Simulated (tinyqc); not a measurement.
Stretching all distances: RHF, UHF, MP2, CISD and CCSD against full CI in the sto-3g basis, for H2, spin multiplicity 1. Computed by the program tinyqc with PySCF. All coordinates are multiplied by the scale. c0^2 is the weight of the RHF determinant in the lowest singlet FCI state (UHF is spin-contaminated and may lie near states of higher spin) and n(LUMO) the first natural occupation beyond the occupied space.

Geometry (angstrom):
```
atom,x,y,z
H,0.0000,0.0000,0.0000
H,0.0000,0.0000,0.7200
```

Full CI energy (hartree) and errors against it (kcal/mol):
```
scale,distance 1-2 (angstrom),E(FCI),RHF,UHF,MP2,CISD,CCSD,<S^2> UHF,c0^2,n(LUMO)
0.890,0.641,-1.12802,10.400,10.400,3.502,0.000,0.000,0.000,0.991,0.018
1.470,1.058,-1.08849,24.679,24.679,10.462,0.000,0.000,0.000,0.963,0.074
1.760,1.267,-1.04209,36.701,32.384,16.751,0.000,0.000,0.322,0.931,0.139
2.060,1.483,-1.00088,53.310,26.119,25.507,0.000,0.000,0.677,0.879,0.243
2.350,1.692,-0.97230,72.689,16.884,35.215,0.000,0.000,0.843,0.813,0.374
2.640,1.901,-0.95429,93.583,9.635,44.284,0.000,0.000,0.924,0.743,0.513
```

Estimate the missing row, scale = 1.18.

Computed row:
```
scale  distance 1-2 (angstrom)    E(FCI)     RHF     UHF    MP2   CISD   CCSD  <S^2> UHF   c0^2  n(LUMO)
1.180                    0.850  -1.12842  16.209  16.209  6.220  0.000  0.000      0.000  0.981    0.037
```

UHF parts from RHF first at scale 1.76 of those listed, where <S^2> leaves zero. The weight c0^2 goes from 0.99 to 0.74 and n(LUMO) from 0.02 to 0.51: static correlation grows as the bonds break into open-shell fragments. The spread of the error along the curve, which distorts its shape, is CISD 0.0, CCSD 0.0, UHF 22.7, MP2 40.8, RHF 83.2 kcal/mol. With two electrons CISD and CCSD are exact.
